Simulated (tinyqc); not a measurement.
UHF in the sto-3g basis, for BeH, spin multiplicity 2, step by step (part 1 of 3). This run ends on a higher stationary point, not on the lowest solution. Computed by tinyqc, a small Python program that keeps every step (integrals from PySCF). Settings: charge = 0, multiplicity = 2, basis = sto-3g, energy threshold = 1e-10, iteration cap = 51, orthogonalisation = symmetric, start = Wolfsberg-Helmholz matrix, DIIS depth = 4, method = UHF. Command: `OMP_NUM_THREADS=1 python tinyqc.py 29916 29917 out.jsonl` (the two numbers bound the seeds that draw the settings). One thread of a shared host (Intel(R) Xeon(R) Processor @ 2.60GHz), about 0.1 s of CPU time with the checks. Later iterations appear only in the table of the cycle.

## One-electron integrals

Geometry (angstrom):
```
atom         x         y         z
Be    0.000000  0.000000  0.000000
H     0.000000  0.000000  1.489000
```

Basis sto-3g: exponents (1/bohr^2) and contraction coefficients of normalised primitives:
```
element  l (shell)   exponent  coefficient
Be           s (1)  30.167871     0.154329
Be           s (1)   5.495115     0.535328
Be           s (1)   1.487193     0.444635
Be           s (2)   1.314833    -0.099967
Be           s (2)   0.305539     0.399513
Be           s (2)   0.099371     0.700115
Be           p (3)   1.314833     0.155916
Be           p (3)   0.305539     0.607684
Be           p (3)   0.099371     0.391957
H            s (1)   3.425251     0.154329
H            s (1)   0.623914     0.535328
H            s (1)   0.168855     0.444635
```

Overlap, kinetic and nuclear-attraction integrals over the contracted functions; the nuclear repulsion is the sum of Za Zb / Rab.

nuclear repulsion = 1.42156403 hartree

overlap S:
```
           1Be 1s    1Be 2s   1Be 2px   1Be 2py   1Be 2pz     2H 1s
1Be 1s   1.000000  0.259517  0.000000  0.000000  0.000000  0.050072
1Be 2s   0.259517  1.000000  0.000000  0.000000  0.000000  0.401165
1Be 2px  0.000000  0.000000  1.000000  0.000000  0.000000  0.000000
1Be 2py  0.000000  0.000000  0.000000  1.000000  0.000000  0.000000
1Be 2pz  0.000000  0.000000  0.000000  0.000000  1.000000  0.480566
2H 1s    0.050072  0.401165  0.000000  0.000000  0.480566  1.000000
```

kinetic energy T (hartree):
```
            1Be 1s     1Be 2s   1Be 2px   1Be 2py   1Be 2pz      2H 1s
1Be 1s    6.693975  -0.033012  0.000000  0.000000  0.000000  -0.013550
1Be 2s   -0.033012   0.211111  0.000000  0.000000  0.000000   0.048106
1Be 2px   0.000000   0.000000  0.660592  0.000000  0.000000   0.000000
1Be 2py   0.000000   0.000000  0.000000  0.660592  0.000000   0.000000
1Be 2pz   0.000000   0.000000  0.000000  0.000000  0.660592   0.146972
2H 1s    -0.013550   0.048106  0.000000  0.000000  0.146972   0.760032
```

nuclear attraction V (hartree):
```
             1Be 1s     1Be 2s    1Be 2px    1Be 2py    1Be 2pz      2H 1s
1Be 1s   -14.916483  -1.991476   0.000000   0.000000  -0.014578  -0.384109
1Be 2s    -1.991476  -2.653503   0.000000   0.000000  -0.130927  -1.037390
1Be 2px    0.000000   0.000000  -2.601769   0.000000   0.000000   0.000000
1Be 2py    0.000000   0.000000   0.000000  -2.601769   0.000000   0.000000
1Be 2pz   -0.014578  -0.130927   0.000000   0.000000  -2.701604  -1.223395
2H 1s     -0.384109  -1.037390   0.000000   0.000000  -1.223395  -2.642144
```

core Hamiltonian H = T + V (hartree):
```
            1Be 1s     1Be 2s    1Be 2px    1Be 2py    1Be 2pz      2H 1s
1Be 1s   -8.222508  -2.024488   0.000000   0.000000  -0.014578  -0.397659
1Be 2s   -2.024488  -2.442392   0.000000   0.000000  -0.130927  -0.989284
1Be 2px   0.000000   0.000000  -1.941177   0.000000   0.000000   0.000000
1Be 2py   0.000000   0.000000   0.000000  -1.941177   0.000000   0.000000
1Be 2pz  -0.014578  -0.130927   0.000000   0.000000  -2.041012  -1.076423
2H 1s    -0.397659  -0.989284   0.000000   0.000000  -1.076423  -1.882112
```

## Two-electron integrals

Functions are numbered as in S; the eight-fold symmetry (ij|kl) = (ji|kl) = (kl|ij) leaves the list below.

Two-electron integrals (ij|kl) in chemists' order, unique and non-zero (hartree):
```
(11|11) 2.298831   (21|11) 0.392036   (21|21) 0.079539   (22|11) 0.570988
(22|21) 0.143041   (22|22) 0.417683   (31|31) 0.014607   (32|31) 0.021888
(32|32) 0.092265   (33|11) 0.569578   (33|21) 0.143083   (33|22) 0.417589
(33|33) 0.449859   (41|41) 0.014607   (42|41) 0.021888   (42|42) 0.092265
(43|43) 0.024249   (44|11) 0.569578   (44|21) 0.143083   (44|22) 0.417589
(44|33) 0.401360   (44|44) 0.449859   (51|51) 0.014607   (52|51) 0.021888
(52|52) 0.092265   (53|53) 0.024249   (54|54) 0.024249   (55|11) 0.569578
(55|21) 0.143083   (55|22) 0.417589   (55|33) 0.401360   (55|44) 0.401360
(55|55) 0.449859   (61|11) 0.074699   (61|21) 0.015148   (61|22) 0.027474
(61|33) 0.027281   (61|44) 0.027281   (61|51) 0.001338   (61|52) 0.002528
(61|55) 0.027875   (61|61) 0.003025   (62|11) 0.186134   (62|21) 0.047338
(62|22) 0.151224   (62|33) 0.145431   (62|44) 0.145431   (62|51) 0.006190
(62|52) 0.038408   (62|55) 0.162673   (62|61) 0.009974   (62|62) 0.082418
(63|31) 0.004282   (63|32) 0.020201   (63|53) 0.006600   (63|63) 0.007439
(64|41) 0.004282   (64|42) 0.020201   (64|54) 0.006600   (64|64) 0.007439
(65|11) 0.201552   (65|21) 0.051874   (65|22) 0.173729   (65|33) 0.163437
(65|44) 0.163437   (65|51) 0.010029   (65|52) 0.059672   (65|55) 0.194137
(65|61) 0.011406   (65|62) 0.107554   (65|65) 0.144701   (66|11) 0.353588
(66|21) 0.091524   (66|22) 0.328039   (66|33) 0.304354   (66|44) 0.304354
(66|51) 0.013840   (66|52) 0.111544   (66|55) 0.375142   (66|61) 0.019753
(66|62) 0.228374   (66|65) 0.316039   (66|66) 0.774606
```

## Orthogonalisation

S = U s U^T; symmetric (Loewdin) form X = U s^(-1/2) U^T, so that X^T S X = 1.

eigenvalues of S: 0.361880  0.794634  1.000000  1.000000  1.178475  1.665012

X:
```
            1Be 1s     1Be 2s   1Be 2px   1Be 2py    1Be 2pz      2H 1s
1Be 1s    1.027694  -0.144760  0.000000  0.000000  -0.010731   0.023161
1Be 2s   -0.144760   1.117341  0.000000  0.000000   0.106051  -0.279075
1Be 2px   0.000000   0.000000  1.000000  0.000000   0.000000   0.000000
1Be 2py   0.000000   0.000000  0.000000  1.000000   0.000000   0.000000
1Be 2pz  -0.010731   0.106051  0.000000  0.000000   1.123920  -0.327369
2H 1s     0.023161  -0.279075  0.000000  0.000000  -0.327369   1.211332
```

## Starting guess

The start is the generalised Wolfsberg-Helmholz matrix (K = 1.75) built on H; D(s) = C_occ C_occ^T for each spin.

D(alpha) at the start:
```
            1Be 1s    1Be 2s   1Be 2px   1Be 2py    1Be 2pz      2H 1s
1Be 1s    0.990611  0.004791  0.000000  0.000000  -0.060558  -0.082836
1Be 2s    0.004791  0.119814  0.000000  0.000000   0.163860   0.180243
1Be 2px   0.000000  0.000000  0.989898  0.100000   0.000000   0.000000
1Be 2py   0.000000  0.000000  0.100000  0.010102   0.000000   0.000000
1Be 2pz  -0.060558  0.163860  0.000000  0.000000   0.228645   0.252606
2H 1s    -0.082836  0.180243  0.000000  0.000000   0.252606   0.279337
```

D(beta) at the start:
```
            1Be 1s    1Be 2s   1Be 2px   1Be 2py    1Be 2pz      2H 1s
1Be 1s    0.990611  0.004791  0.000000  0.000000  -0.060558  -0.082836
1Be 2s    0.004791  0.119814  0.000000  0.000000   0.163860   0.180243
1Be 2px   0.000000  0.000000  0.000000  0.000000   0.000000   0.000000
1Be 2py   0.000000  0.000000  0.000000  0.000000   0.000000   0.000000
1Be 2pz  -0.060558  0.163860  0.000000  0.000000   0.228645   0.252606
2H 1s    -0.082836  0.180243  0.000000  0.000000   0.252606   0.279337
```

## Iteration 1: building the Fock matrix

J_ij = sum D_kl (ij|kl) with D = D(alpha) + D(beta), K_ij = sum D_kl (ik|jl) for each spin; F = H + J - K(s); E = tr D H + tr D J / 2 - 0.5 sum_s tr D(s) K(s) + E_nn.

Coulomb J (hartree):
```
           1Be 1s    1Be 2s   1Be 2px   1Be 2py   1Be 2pz     2H 1s
1Be 1s   6.039512  1.153682  0.000000  0.000000  0.032694  0.224978
1Be 2s   1.153682  2.301365  0.000000  0.000000  0.204637  0.941789
1Be 2px  0.000000  0.000000  2.295164  0.004850  0.000000  0.000000
1Be 2py  0.000000  0.000000  0.004850  2.247645  0.000000  0.000000
1Be 2pz  0.032694  0.204637  0.000000  0.000000  2.352135  1.127375
2H 1s    0.224978  0.941789  0.000000  0.000000  1.127375  2.236750
```

exchange K(alpha) (hartree):
```
            1Be 1s    1Be 2s   1Be 2px   1Be 2py    1Be 2pz     2H 1s
1Be 1s    2.303086  0.437302  0.000000  0.000000  -0.002585  0.085085
1Be 2s    0.437302  0.332666  0.000000  0.000000   0.193190  0.283507
1Be 2px   0.000000  0.000000  0.488823  0.042561   0.000000  0.000000
1Be 2py   0.000000  0.000000  0.042561  0.071812   0.000000  0.000000
1Be 2pz  -0.002585  0.193190  0.000000  0.000000   0.311191  0.348092
2H 1s     0.085085  0.283507  0.000000  0.000000   0.348092  0.542453
```

exchange K(beta) (hartree):
```
            1Be 1s    1Be 2s   1Be 2px   1Be 2py    1Be 2pz     2H 1s
1Be 1s    2.288479  0.415414  0.000000  0.000000  -0.002585  0.080803
1Be 2s    0.415414  0.240401  0.000000  0.000000   0.193190  0.263306
1Be 2px   0.000000  0.000000  0.043263  0.000000   0.000000  0.000000
1Be 2py   0.000000  0.000000  0.000000  0.043263   0.000000  0.000000
1Be 2pz  -0.002585  0.193190  0.000000  0.000000   0.286942  0.341492
2H 1s     0.080803  0.263306  0.000000  0.000000   0.341492  0.535014
```

F(alpha) (hartree):
```
            1Be 1s     1Be 2s    1Be 2px    1Be 2py    1Be 2pz      2H 1s
1Be 1s   -4.486082  -1.308108   0.000000   0.000000   0.020701  -0.257767
1Be 2s   -1.308108  -0.473693   0.000000   0.000000  -0.119480  -0.331002
1Be 2px   0.000000   0.000000  -0.134837  -0.037711   0.000000   0.000000
1Be 2py   0.000000   0.000000  -0.037711   0.234655   0.000000   0.000000
1Be 2pz   0.020701  -0.119480   0.000000   0.000000  -0.000068  -0.297140
2H 1s    -0.257767  -0.331002   0.000000   0.000000  -0.297140  -0.187815
```

F(beta) (hartree):
```
            1Be 1s     1Be 2s   1Be 2px   1Be 2py    1Be 2pz      2H 1s
1Be 1s   -4.471476  -1.286220  0.000000  0.000000   0.020701  -0.253484
1Be 2s   -1.286220  -0.381428  0.000000  0.000000  -0.119480  -0.310801
1Be 2px   0.000000   0.000000  0.310723  0.004850   0.000000   0.000000
1Be 2py   0.000000   0.000000  0.004850  0.263204   0.000000   0.000000
1Be 2pz   0.020701  -0.119480  0.000000  0.000000   0.024181  -0.290540
2H 1s    -0.253484  -0.310801  0.000000  0.000000  -0.290540  -0.180376
```

total energy of this density = -14.75629998 hartree

## Iteration 1: diagonalisation and new density

Diagonalise F' = X^T F X, C = X C', fill 3 alpha and 2 beta electrons from the bottom; D(s) = C_occ C_occ^T. Each column has its largest component positive (the first on a tie).

F' = X^T F X (alpha) (hartree):
```
           1          2          3          4          5          6
1  -4.369542  -0.727480   0.000000   0.000000   0.018567  -0.019347
2  -0.727480  -0.102618   0.000000   0.000000   0.022122  -0.304417
3   0.000000   0.000000  -0.134837  -0.037711   0.000000   0.000000
4   0.000000   0.000000  -0.037711   0.234655   0.000000   0.000000
5   0.018567   0.022122   0.000000   0.000000   0.187766  -0.379096
6  -0.019347  -0.304417   0.000000   0.000000  -0.379096   0.124864
```

orbital energies (alpha) (hartree): MO1 -4.491252, MO2 -0.355426, MO3 -0.138646, MO4 0.065942, MO5 0.238465, MO6 0.621206

coefficients C (alpha):
```
               MO1        MO2       MO3        MO4        MO5        MO6
1Be 1s    0.990132  -0.164076  0.000000  -0.235195   0.000000   0.123136
1Be 2s    0.036586   0.455651  0.000000   0.839613   0.000000  -0.666806
1Be 2px   0.000000   0.000000  0.994936   0.000000  -0.100509   0.000000
1Be 2py   0.000000   0.000000  0.100509   0.000000   0.994936   0.000000
1Be 2pz  -0.001881   0.357010  0.000000  -0.566955   0.000000  -0.965832
2H 1s    -0.004124   0.546395  0.000000  -0.206067   0.000000   1.145376
```

F' = X^T F X (beta) (hartree):
```
           1          2         3         4          5          6
1  -4.358623  -0.718927  0.000000  0.000000   0.018820  -0.019805
2  -0.718927  -0.005995  0.000000  0.000000   0.025978  -0.305555
3   0.000000   0.000000  0.310723  0.004850   0.000000   0.000000
4   0.000000   0.000000  0.004850  0.263204   0.000000   0.000000
5   0.018820   0.025978  0.000000  0.000000   0.213956  -0.379539
6  -0.019805  -0.305555  0.000000  0.000000  -0.379539   0.126638
```

orbital energies (beta) (hartree): MO1 -4.475369, MO2 -0.324504, MO3 0.127517, MO4 0.262714, MO5 0.311213, MO6 0.648331

coefficients C (beta):
```
               MO1        MO2        MO3        MO4       MO5        MO6
1Be 1s    0.991618  -0.143037  -0.236875   0.000000  0.000000   0.133740
1Be 2s    0.031203   0.383718   0.842339   0.000000  0.000000  -0.707664
1Be 2px   0.000000   0.000000   0.000000  -0.100509  0.994936   0.000000
1Be 2py   0.000000   0.000000   0.000000   0.994936  0.100509   0.000000
1Be 2pz  -0.002534   0.367017  -0.577555   0.000000  0.000000  -0.955747
2H 1s    -0.002901   0.588176  -0.130362   0.000000  0.000000   1.135764
```

D(alpha) after iteration 1:
```
            1Be 1s     1Be 2s   1Be 2px   1Be 2py    1Be 2pz      2H 1s
1Be 1s    1.007282  -0.038536  0.000000  0.000000  -0.060439  -0.093734
1Be 2s   -0.038536   0.208956  0.000000  0.000000   0.162603   0.248815
1Be 2px   0.000000   0.000000  0.989898  0.100000   0.000000   0.000000
1Be 2py   0.000000   0.000000  0.100000  0.010102   0.000000   0.000000
1Be 2pz  -0.060439   0.162603  0.000000  0.000000   0.127459   0.195076
2H 1s    -0.093734   0.248815  0.000000  0.000000   0.195076   0.298565
```

D(beta) after iteration 1:
```
            1Be 1s     1Be 2s   1Be 2px   1Be 2py    1Be 2pz      2H 1s
1Be 1s    1.003765  -0.023945  0.000000  0.000000  -0.055010  -0.087008
1Be 2s   -0.023945   0.148213  0.000000  0.000000   0.140752   0.225603
1Be 2px   0.000000   0.000000  0.000000  0.000000   0.000000   0.000000
1Be 2py   0.000000   0.000000  0.000000  0.000000   0.000000   0.000000
1Be 2pz  -0.055010   0.140752  0.000000  0.000000   0.134708   0.215878
2H 1s    -0.087008   0.225603  0.000000  0.000000   0.215878   0.345960
```

## Iteration 2: building the Fock matrix

As before.

Coulomb J (hartree):
```
           1Be 1s    1Be 2s   1Be 2px   1Be 2py   1Be 2pz     2H 1s
1Be 1s   6.040072  1.151214  0.000000  0.000000  0.032460  0.224432
1Be 2s   1.151214  2.294435  0.000000  0.000000  0.207392  0.942560
1Be 2px  0.000000  0.000000  2.289934  0.004850  0.000000  0.000000
1Be 2py  0.000000  0.000000  0.004850  2.242416  0.000000  0.000000
1Be 2pz  0.032460  0.207392  0.000000  0.000000  2.341642  1.129673
2H 1s    0.224432  0.942560  0.000000  0.000000  1.129673  2.252552
```

exchange K(alpha) (hartree):
```
            1Be 1s    1Be 2s   1Be 2px   1Be 2py    1Be 2pz     2H 1s
1Be 1s    2.313404  0.428816  0.000000  0.000000  -0.003165  0.082767
1Be 2s    0.428816  0.366367  0.000000  0.000000   0.195759  0.306526
1Be 2px   0.000000  0.000000  0.495002  0.042561   0.000000  0.000000
1Be 2py   0.000000  0.000000  0.042561  0.077991   0.000000  0.000000
1Be 2pz  -0.003165  0.195759  0.000000  0.000000   0.260653  0.322161
2H 1s     0.082767  0.306526  0.000000  0.000000   0.322161  0.543498
```

exchange K(beta) (hartree):
```
            1Be 1s    1Be 2s   1Be 2px   1Be 2py    1Be 2pz     2H 1s
1Be 1s    2.297928  0.406782  0.000000  0.000000  -0.002167  0.079693
1Be 2s    0.406782  0.252415  0.000000  0.000000   0.190703  0.280807
1Be 2px   0.000000  0.000000  0.044348  0.000000   0.000000  0.000000
1Be 2py   0.000000  0.000000  0.000000  0.044348   0.000000  0.000000
1Be 2pz  -0.002167  0.190703  0.000000  0.000000   0.246947  0.330981
2H 1s     0.079693  0.280807  0.000000  0.000000   0.330981  0.567329
```

F(alpha) (hartree):
```
            1Be 1s     1Be 2s    1Be 2px    1Be 2py    1Be 2pz      2H 1s
1Be 1s   -4.495841  -1.302089   0.000000   0.000000   0.021048  -0.255994
1Be 2s   -1.302089  -0.514324   0.000000   0.000000  -0.119295  -0.353250
1Be 2px   0.000000   0.000000  -0.146245  -0.037711   0.000000   0.000000
1Be 2py   0.000000   0.000000  -0.037711   0.223247   0.000000   0.000000
1Be 2pz   0.021048  -0.119295   0.000000   0.000000   0.039977  -0.268910
2H 1s    -0.255994  -0.353250   0.000000   0.000000  -0.268910  -0.173058
```

F(beta) (hartree):
```
            1Be 1s     1Be 2s   1Be 2px   1Be 2py    1Be 2pz      2H 1s
1Be 1s   -4.480365  -1.280056  0.000000  0.000000   0.020050  -0.252920
1Be 2s   -1.280056  -0.400372  0.000000  0.000000  -0.114239  -0.327531
1Be 2px   0.000000   0.000000  0.304409  0.004850   0.000000   0.000000
1Be 2py   0.000000   0.000000  0.004850  0.256890   0.000000   0.000000
1Be 2pz   0.020050  -0.114239  0.000000  0.000000   0.053683  -0.277731
2H 1s    -0.252920  -0.327531  0.000000  0.000000  -0.277731  -0.196890
```

total energy of this density = -14.78885860 hartree

## Iteration 2: DIIS over 2 matrices

error matrix X^T (FDS - SDF) X (alpha):
```
           1          2         3         4          5          6
1   0.000000  -0.005989  0.000000  0.000000   0.006928   0.008235
2   0.005989   0.000000  0.000000  0.000000  -0.031101  -0.028921
3   0.000000   0.000000  0.000000  0.000000   0.000000   0.000000
4   0.000000   0.000000  0.000000  0.000000   0.000000   0.000000
5  -0.006928   0.031101  0.000000  0.000000   0.000000   0.015267
6  -0.008235   0.028921  0.000000  0.000000  -0.015267   0.000000
```

B (overlaps of the stored error matrices):
```
               1              2
1  4.0449081e-02  1.2511616e-02
2  1.2511616e-02  6.6026879e-03
```

Minimise |sum c_i e_i|^2 with sum c_i = 1: solve [B -1; -1 0][c; lambda] = [0; -1] with B_ij = tr e_i^T e_j summed over both spins, and take F = sum c_i F_i.

DIIS coefficients: -0.268240  1.268240

extrapolated F(alpha) (hartree):
```
            1Be 1s     1Be 2s    1Be 2px    1Be 2py    1Be 2pz      2H 1s
1Be 1s   -4.498458  -1.300475   0.000000   0.000000   0.021141  -0.255518
1Be 2s   -1.300475  -0.525223   0.000000   0.000000  -0.119245  -0.359218
1Be 2px   0.000000   0.000000  -0.149305  -0.037711   0.000000   0.000000
1Be 2py   0.000000   0.000000  -0.037711   0.220187   0.000000   0.000000
1Be 2pz   0.021141  -0.119245   0.000000   0.000000   0.050719  -0.261338
2H 1s    -0.255518  -0.359218   0.000000   0.000000  -0.261338  -0.169100
```

extrapolated F(beta) (hartree):
```
            1Be 1s     1Be 2s   1Be 2px   1Be 2py    1Be 2pz      2H 1s
1Be 1s   -4.482749  -1.278403  0.000000  0.000000   0.019875  -0.252769
1Be 2s   -1.278403  -0.405454  0.000000  0.000000  -0.112833  -0.332019
1Be 2px   0.000000   0.000000  0.302715  0.004850   0.000000   0.000000
1Be 2py   0.000000   0.000000  0.004850  0.255197   0.000000   0.000000
1Be 2pz   0.019875  -0.112833  0.000000  0.000000   0.061597  -0.274295
2H 1s    -0.252769  -0.332019  0.000000  0.000000  -0.274295  -0.201320
```
